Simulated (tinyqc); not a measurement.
Inside a calculation. Method: sp3 tight binding, zinc-blende lattice. One step of it, computed by the program tinyqc.

Question. Levels at k. Diagonalise the Hermitian matrix.

H(k) at k (eV):
```
                      a s                 a px                 a py                a pz
a s            -16.900000             0.000000             0.000000            0.000000
a px             0.000000            -9.730000             0.000000            0.000000
a py             0.000000             0.000000            -9.730000            0.000000
a pz             0.000000             0.000000             0.000000           -9.730000
c s   -1.636460+0.318963i  -0.292075+1.093095i  -2.638965+0.120981i  0.103328-3.089831i
c px   0.292075-1.093095i   0.340446-0.066356i  -0.097762+2.923378i  2.496801-0.114464i
c py   2.638965-0.120981i  -0.097762+2.923378i   0.340446-0.066356i  0.276341-1.034209i
c pz  -0.103328+3.089831i   2.496801-0.114464i   0.276341-1.034209i  0.340446-0.066356i

                      c s                 c px                 c py                 c pz
a s   -1.636460-0.318963i   0.292075+1.093095i   2.638965+0.120981i  -0.103328-3.089831i
a px  -0.292075-1.093095i   0.340446+0.066356i  -0.097762-2.923378i   2.496801+0.114464i
a py  -2.638965-0.120981i  -0.097762-2.923378i   0.340446+0.066356i   0.276341+1.034209i
a pz   0.103328+3.089831i   2.496801+0.114464i   0.276341+1.034209i   0.340446+0.066356i
c s             -9.630000             0.000000             0.000000             0.000000
c px             0.000000            -5.930000             0.000000             0.000000
c py             0.000000             0.000000            -5.930000             0.000000
c pz             0.000000             0.000000             0.000000            -5.930000
```

Give: eigenvalues; weights |c|^2 of the basis functions.

Answer.

eigenvalues (eV): -18.646  -13.965  -12.427  -11.797  -5.529  -4.386  -3.717  -3.042

weights |c|^2 of the basis functions:
```
      band 1  band 2  band 3  band 4  band 5  band 6  band 7  band 8
a s    0.862   0.017   0.002   0.001   0.037   0.064   0.010   0.007
a px   0.001   0.087   0.200   0.426   0.001   0.005   0.158   0.121
a py   0.000   0.175   0.395   0.060   0.191   0.008   0.083   0.088
a pz   0.004   0.261   0.104   0.250   0.194   0.087   0.015   0.085
c s    0.039   0.414   0.016   0.006   0.488   0.013   0.011   0.011
c px   0.008   0.003   0.131   0.134   0.000   0.035   0.394   0.294
c py   0.033   0.039   0.092   0.043   0.079   0.236   0.290   0.188
c pz   0.052   0.004   0.059   0.079   0.010   0.551   0.039   0.206
```
